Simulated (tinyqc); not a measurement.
Precursor delivery by bubblers, mass-transport growth and the solid composition of a III-V alloy: one step, computed by the program tinyqc.

1 sccm = 44.615 micromol/min; 1 torr = 133.322 Pa. The sources decompose fully at the surface.

Question. Partial pressures in the reactor. p_i = p n_i/(44615 F_t), F_t in slm; p_V = p F_V/(1000 F_t), counted per molecule supplied; V/III = 44.615 F_V/(n1 + n2); vapour fraction of source 2 = n2/(n1 + n2).

Inputs (values chosen for the exercise, modelled on triethylgallium (source 1) and trimethylindium (source 2) for the vapour pressures):
```
quantity             value  unit
bath temperature T1    284     K
bath temperature T2    291     K
total flow F_t           3   slm
group-V flow F_V       150  sccm
reactor pressure p     760  torr
```

molar flow 1 = 4.301161 micromol/min

molar flow 2 = 9.747603 micromol/min

Give: p_1; p_2; p_V; V/III ratio; vapour fraction of source 2.

Answer.

p_1 = 0.02442 torr

p_2 = 0.05535 torr

p_V = 38 torr

V/III ratio = 476.4

vapour fraction of source 2 = 0.6938
